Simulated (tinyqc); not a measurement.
Scale length and barrier from the threshold roll-off.

Inverse problem. For L well above Lambda the threshold falls by 2 m sqrt(A (A + Vds)) exp(-pi L/(2 Lambda)), A being the height of the source potential over the barrier top; the two values follow this form. Find Lambda and A.

Inputs (values chosen for the exercise):

| symbol | value | unit | meaning |
|---|---|---|---|
| m | 1 |  | long-channel body factor |
| Vds | 0.8 | V | drain voltage |

threshold lowering at L = 12 and 19 nm (mV): 71.489376  11.252814

Answer. The ratio of the two values gives Lambda; the prefactor gives A (A + Vds), a quadratic with one positive root.

Lambda = 5.947 nm
A = 0.5400 V

Program tinyqc, `OMP_NUM_THREADS=1 python tinyqc.py 2420111 2420112 out.jsonl`; Intel Xeon 2.30GHz, shared host, one thread, about 0.01 s.
